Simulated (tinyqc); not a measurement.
Inside a calculation: electrons shared among three sets of ellipsoidal valleys. Values are carried at full precision from step to step, so a last printed digit may differ when a step is redone from the rounded ones.

Constants: hbar^2/2m0 = 3.80998211 eV angstrom^2; kB = 8.617333262e-05 eV/K.

Inputs chosen for the exercise (masses and offsets near those of Ge; mobilities are free inputs, held fixed; shifted at random, so the results belong to these values and not to a real crystal): ml = (1.539, 0.041, 0.855) m0 (longitudinal masses of L, Gamma, Delta); mt = (0.084, 0.041, 0.1928) m0 (transverse masses); M = (4, 1, 6) (valleys in each set); T = 400 K; dE = (0, 0.11, 0.206) eV (edges of L, Gamma, Delta above the first); n = 4.3e+17 1/cm^3 (total electron density); mu = (4000, 19000, 1300) cm^2/(V s) (mobility of each set).

## Masses of each set

One valley: m_d = (ml mt^2)^(1/3). Whole set: m_de = M^(2/3) m_d. Mean over three axes: 1/m_c = (1/ml + 2/mt)/3. Anisotropy K = ml/mt.

m_d, m_de, m_c (m0) and K of each set:
```
set       m_d    m_de     m_c      K
L      0.2214  0.5580  0.1227  18.32
Gamma  0.0410  0.0410  0.0410   1.00
Delta  0.3168  1.0459  0.2599   4.43
```

m_de/m_c is 4.55 for L, 1.00 for Gamma, 4.02 for Delta: many anisotropic valleys give many states at a light conductivity mass. m_c is the mean over three axes; a set that holds only some of the equivalent valleys conducts with a mass that depends on direction.

## Effective densities of states

N_i = M_i times N = 2 (m kB T/(4 pi c))^(3/2) with c = hbar^2/2m0, in 1/angstrom^3; times 1e24 for 1/cm^3, with m = (ml mt^2)^(1/3).

kT = 0.034469 eV

N_i (1/cm^3): L 1.6104e+19, Gamma 3.2074e+17, Delta 4.1326e+19

## Fermi level and populations

F_j(eta) = (1/Gamma(j + 1)) integral_0^infinity x^j dx/(1 + exp(x - eta)), which tends to exp(eta) for eta << 0.

Solve n = sum_i N_i F_1/2((EF - dE_i)/kT), energies from the edge of the first set.

EF = -0.1248 eV

eta_i: L -3.62, Gamma -6.81, Delta -9.60

n_i (1/cm^3): L 4.27e+17, Gamma 3.53e+14, Delta 2.81e+15

shares: L 0.9927, Gamma 0.0008, Delta 0.0065

L holds most electrons (99.3 %). Boltzmann weights N_i exp(-dE_i/kT) would give Gamma a share of 0.0008.

## Drift and Hall mobility of the mixture

With f_i the shares, mu_drift = sum f_i mu_i; low-field Hall mobility mu_H = sum f_i mu_i^2/mu_drift (scattering and anisotropy factors set to 1); the Hall density is n mu_drift/mu_H; rho = 1/(e n mu_drift), e = 1.602176634e-19 C.

mu_drift = 3995 cm^2/(V s)
mu_H = 4053 cm^2/(V s)
Hall density = 4.24e+17 1/cm^3
rho = 0.00363 ohm cm

A Hall measurement would read 98.6 % of the true density. The mobilities are of the size met in pure crystals; at this density impurities would cut them and raise rho, by a factor of two to ten or more depending on crystal and density.

## Checks

- Share of Gamma at n = 1e10 1/cm^3 against the Boltzmann weight: both 0.0008130.

tinyqc: `OMP_NUM_THREADS=1 python tinyqc.py 1651092 1651093 out.jsonl`; about 0.01 s, one thread, shared Intel(R) Xeon(R) Processor @ 2.30GHz.
